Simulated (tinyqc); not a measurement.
Critical temperature from a phonon spectrum: McMillan, Allen-Dynes and the linearised Eliashberg equation. Changing the peak energy omega_1. Computed by tinyqc, a small Python program. Command: `OMP_NUM_THREADS=1 python tinyqc.py 3023710 3023711 out.jsonl eliashberg sweep`. One thread of a shared host (Intel(R) Xeon(R) Processor @ 2.30GHz), about 0.04 s of CPU time with the checks.

alpha^2 F(omega) = sum_i (lambda_i omega_i/2) delta(omega - omega_i), so that lambda = 2 int alpha^2 F/omega d omega = sum_i lambda_i.

Inputs (values chosen for the exercise, for a model metal):
```
quantity                     value  unit
coupling lambda_1            0.581     -
peak energy omega_2             54   meV
coupling lambda_2            0.519     -
Coulomb pseudopotential mu*   0.15     -
```

Peaks in alpha^2 F: two.

Constants: k_B = 8.617333262e-05 eV/K.

Method:
- omega_log = exp(sum lambda_i ln omega_i / lambda); omega_rms = sqrt(sum lambda_i omega_i^2 / lambda).
- McMillan form: k_B T_c = (omega_log/1.2) exp[-1.04 (1 + lambda)/(lambda - mu* (1 + 0.62 lambda))]. Allen-Dynes multiplies it by f1 f2: f1 = [1 + (lambda/L1)^(3/2)]^(1/3), L1 = 2.46 (1 + 3.8 mu*); f2 = 1 + (omega_rms/omega_log - 1) lambda^2/(lambda^2 + L2^2), L2 = 1.82 (1 + 6.3 mu*) omega_rms/omega_log.
- Linearised Eliashberg equation at omega_n = (2n + 1) pi k_B T, n = 0..N-1: lambda(j) = sum_i lambda_i omega_i^2/(omega_i^2 + (2 pi j k_B T)^2); K_mn = lambda(m - n) + lambda(m + n + 1) - 2 mu*(N) - delta_mn [2m + 1 + lambda(0) + 2 sum_(j=1..m) lambda(j)], with 1/mu*(N) = 1/mu* + ln(omega_rms/omega_N), omega_N = (2N + 1) pi k_B T. T_c is where the largest eigenvalue rho of K is zero.
- N is the smallest integer at or above 8 omega_max/(2 pi k_B T_AD), omega_max the highest peak and T_AD the Allen-Dynes value.

One run for each value:
```
peak energy omega_1 (meV)  T_c, Eliashberg (K)  T_c, Allen-Dynes (K)  omega_log (meV)  k_B T_c/omega_log
10.5                                    15.022                17.922           22.738           0.056932
13.5                                    17.669                20.423           25.965           0.058638
17.4                                    20.766                23.274           29.690           0.060272
22.5                                    24.355                26.538           34.007           0.061715
29.1                                    28.426                30.248           38.956           0.062880
```

Over the rows, T_c, Eliashberg (K) rises from 15.0 to 28.4 (exponent d ln y / d ln x 0.65 between the first rows and 0.60 between the last); T_c, Allen-Dynes (K) rises from 17.9 to 30.2 (exponent d ln y / d ln x about 0.51 throughout); omega_log (meV) rises from 22.7 to 39.0 (exponent d ln y / d ln x about 0.53 throughout). At fixed lambda_1 a softer peak gives less: very soft phonons do little for T_c. Left out: 4.85, 6.26, 8.09 (the run failed its checks).

Extremes, crossings and ranges named in words are read from the listed rows.
